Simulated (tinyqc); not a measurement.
Inside a calculation: dielectric confinement in a thin film (image charges). Values are carried at full precision from step to step, so a last printed digit may differ when a step is redone from the rounded ones.

A film |z| < t/2 of dielectric constant eps between half-spaces of dielectric constant e2; lam = (eps - e2)/(eps + e2), q = e^2/(4 pi eps0). The self-energy of a band edge is taken with the high-frequency value, e2 = eh, and the field of a fixed ion with the static one, e2 = eo. A charge at z has images lam^|n| at n t + (-1)^n z. Its self-energy is S(z) = (q/2 eps) sum over n >= 1 of lam^n [1/(n t - 2z) + 1/(n t + 2z)] for odd n and 2 lam^n/(n t) for even n; at the centre S(0) = -(q/(eps t)) ln(1 - lam).

Constants: e^2/(4 pi eps0) = 14.39964547 eV angstrom; hbar^2/2m0 = 3.80998211 eV angstrom^2; Ry = 13.60569312 eV.

Values chosen for the exercise (near those of a Si (100) film, two-fold valleys, in vacuum; the results hold for these values, not for the real material): t = 48 angstrom (film thickness); eps = 11.4 (dielectric constant of the film); eh = 1 (high-frequency dielectric constant outside); mz = 0.94 m0 (mass across the film); eo = 1 (static dielectric constant outside); m = 0.186 m0 (mass in the plane).

## Images for a charge at the centre

Give lam, the first five terms (q/eps) lam^n/(n t), their sum and the closed form.

lam = 0.8387

terms (meV): 22.07  9.26  5.18  3.26  2.18

sum of five = 41.94 meV
S(0) = 48.01 meV

The surroundings screen less than the film, so the images repel and each band edge moves outwards: the gap changes by about 2 S = +96 meV.

## Self-energy across the film

S at 2z/t = 0, 0.2, 0.4, 0.6, 0.8 and 0.9, summed to n = 399.

Self-energy:

| 2z/t | z (angstrom) | S (meV) |
|---|---|---|
| 0.0 | 0.0 | 48.01 |
| 0.2 | 4.8 | 48.96 |
| 0.4 | 9.6 | 52.33 |
| 0.6 | 14.4 | 60.69 |
| 0.8 | 19.2 | 87.73 |
| 0.9 | 21.6 | 142.72 |

Towards the wall S diverges as (q lam/4 eps)/(distance), an artefact of the abrupt interface that the vanishing envelope makes harmless.

## Shift of the subband edge

First order: <S> over the envelope (2/t) cos^2(pi z/t), beside the confinement energy c (pi/t)^2/mz, c = hbar^2/2m0.

<S> = 52.94 meV
confinement energy = 17.36 meV

|<S>| is 3.05 times the confinement energy; the first goes as 1/t and the second as 1/t^2, so they are equal at t = 16 angstrom.

## Binding of a donor

Donor at the centre, lam from the static eo, trial function cos(pi z/t) exp(-rho/l): E(l) = c/(m l^2) - (q/eps) times the integral over k of F(k t) (1 + (k l/2)^2)^(-3/2), with F(x) = F0 + 2 lam exp(-x) G/(1 - lam exp(-x)), F0 = 2[(1 - exp(-x/2))/x + x (1 + exp(-x/2))/(x^2 + 4 pi^2)], G = 2 sinh(x/2)[1/x - x/(x^2 + 4 pi^2)]; c = hbar^2/2m0. The binding energy is -E at the minimum, counted from the subband edge with its self-energy.

Minimise over l with and without images (lam = 0); Ry* = Ry m/eps^2.

Donor:

| case | l (angstrom) | binding (meV) | in Ry* |
|---|---|---|---|
| no images | 29.1 | 39.1 | 2.01 |
| with images | 25.7 | 128.7 | 6.61 |

Ry* = 19.47 meV

The images change the binding by +89.6 meV, against -2 (q/(eps t)) ln(1 - lam) = +96.0 meV for an orbit much smaller than t. At 300 K the binding is 5.0 kB T, which hinders ionisation. The next even subband, the first that a centred donor mixes in, lies within about the binding energy, so one cosine is a poor basis and the binding is understated.

## Checks

- S(0) from the series against the closed form, meV: both 48.01.
- F(2.3) for lam = 0.8387 from a direct sum over images against the closed form: both 0.9296.

Computed by tinyqc, a small Python program: `OMP_NUM_THREADS=1 python tinyqc.py 1280290 1280291 out.jsonl` (the numbers bound the seed that draws the inputs); one thread of a shared host (Intel(R) Xeon(R) Processor @ 2.30GHz), about 0.04 s for the whole set of steps.
